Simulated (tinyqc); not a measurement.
Worked calculation: charge neutrality level from zone-averaged pseudopotential bands. Values are carried at full precision from step to step, so a last printed digit may differ when a step is redone from the rounded ones.

Empirical pseudopotential on the fcc lattice, atoms at +/- tau, tau = a (1,1,1)/8, no spin-orbit coupling. H(G,G') = c (2 pi/a)^2 |k + G|^2 delta + VS(q) cos(q.tau) + i VA(q) sin(q.tau), q = G - G', c = hbar^2/2m0; k and G in units of 2 pi/a; VS at |q|^2 = 3, 8, 11 and VA at 3, 4, 11, in rydberg, zero elsewhere. At each k the basis holds all G with |k + G|^2 up to 16; energies are counted from the fourth level at Gamma.

Mesh: k = sum_i (n_i + 1/2)/N b_i, n_i = 0 ... N - 1, b = (-1,1,1), (1,-1,1), (1,1,-1); points with the same sorted |kx|, |ky|, |kz| after folding to the shortest k + G are joined, with their count as weight. Neutrality (branch-point) level: E_N = (1/2) mean over k of [E5 + (E3 + E4)/2], E_n the n-th level from below.

Constants: hbar^2/2m0 = 3.80998211 eV angstrom^2; Ry = 13.60569312 eV.

Parameters, chosen for this exercise (classic local form factors of the size used for GaAs, without spin-orbit coupling; the results hold for these values, not for the real material):
```
symbol  value                  unit      meaning
a       5.629                  angstrom  lattice constant
VS      (-0.234, 0.011, 0.06)  Ry        symmetric form factors
VA      (0.07, 0.05, 0.009)    Ry        antisymmetric form factors
mesh    3                                points along each reciprocal vector
```

## Levels on the mesh

Diagonalise at each joined point.

Levels (eV):
```
kx          ky      kz  weight       E3       E4      E5      E6
0.1667  0.1667  0.1667       2  -0.2929  -0.2929  2.5040  4.9981
0.5000  0.1667  0.1667       6  -1.5629  -1.3067  3.0702  4.6998
0.5000  0.5000  0.1667       6  -2.4706  -0.9756  3.1694  5.0380
0.5000  0.5000  0.5000       1  -0.9235  -0.9235  1.6962  4.9927
0.8333  0.1667  0.1667       6  -2.8709  -2.0144  2.2653  3.7886
0.8333  0.5000  0.1667       6  -3.2532  -2.1039  4.3162  4.5676
```

## Gaps

Level 5 at Gamma, at the lowest of (f,0,0) with f = 0.8, 0.85, 0.9, 1, and at (1/2,1/2,1/2).

gaps to Gamma, Delta/X, L (eV): 1.4670  1.8025  1.6962

## The neutrality level

Energies are counted from the valence top at Gamma. E_N = (1/2) weighted mean of [E5 + (E3 + E4)/2]. Compare with half the smallest indirect gap, min(Delta/X, L)/2, and give the barrier for electrons in the limit of full pinning, min(gaps) - E_N.

mean of E5 = 3.0974 eV
mean of (E3 + E4)/2 = -1.8957 eV
E_N = 0.6009 eV
half the indirect gap = 0.8481 eV
pinned barrier for electrons = 0.8661 eV

E_N lies at 41 % of the gap from the valence top, so pinned contacts have the lower barrier for holes. The two estimates differ by 0.25 eV; both rules are good to a few tenths of an eV only, so a position within that distance of a band edge or of mid-gap is not settled. Local form factors place the indirect gaps only to a few tenths of an eV, and E_N moves with them. Spin-orbit coupling, left out, would lift the valence top by a third of its splitting.

## Checks

- Sum of the weights against N^3: both 27.

Computed by tinyqc, a small Python program: `OMP_NUM_THREADS=1 python tinyqc.py 1850586 1850587 out.jsonl` (the numbers bound the seed that draws the inputs); one thread of a shared host (Intel(R) Xeon(R) Processor @ 2.30GHz), about 0.08 s for the whole set of steps.
